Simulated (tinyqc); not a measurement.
p-n heterojunction, non-linear Poisson equation by Newton steps, Boltzmann statistics: one step of the calculation.

One dimension, material 1 (p-type) at x < 0 and material 2 (n-type) at x > 0. Band edges: Ec = -psi in material 1 and -psi + dEc in material 2, Ev = Ec - Eg. Flat quasi-Fermi levels: 0 for holes, +V for electrons. n = Nc F((EFn - Ec)/Vt), p = Nv F((Ev - EFp)/Vt), with F(eta) = exp(eta) (Boltzmann statistics); full ionisation, no interface charge, classical densities; the doping types are chosen for the exercise.

Problem. Offsets and end potentials. dEv = Ev1 - Ev2 = Eg2 - Eg1 - dEc. Neutrality of the majority carriers far from the junction: Nv1 F((-psi_L - Eg1)/Vt) = N1 and Nc2 F((V + psi_R - dEc)/Vt) = N2. Total bending psi_R - psi_L.

Inputs (values chosen for the exercise); band and dielectric values close to those of InGaP and GaAs:
```
symbol,value,unit,meaning
T,250,K,temperature
Eg1,1.89,eV,band gap of material 1
Nv1,1.14e19,cm^-3,valence-band density of states of material 1
Eg2,1.39,eV,band gap of material 2
Nc2,3.32e17,cm^-3,conduction-band density of states of material 2
dEc,-0.14,eV,conduction-band offset Ec2 - Ec1
N1,2e16,cm^-3,acceptor density of material 1
N2,6.4e16,cm^-3,donor density of material 2
V,0.27,V,bias of side 1 against side 2
```

Constants: q = 1.602176634e-19 C, kB = 1.380649e-23 J/K, Vt = kB T/q. Results are converted to the units shown.

Wanted: dEv; psi_L; psi_R; psi_R - psi_L.

Solution.

dEv = -0.36000 eV
psi_L = -1.7533 V
psi_R = -0.44547 V
psi_R - psi_L = 1.3078 V

The alignment is straddling (type I): dEc and dEv have the same sign.

Computed by the program tinyqc: `OMP_NUM_THREADS=1 python tinyqc.py 2040080 2040081 out.jsonl`, one thread of a shared Intel Xeon 2.30GHz, about 0.02 s for the whole run.
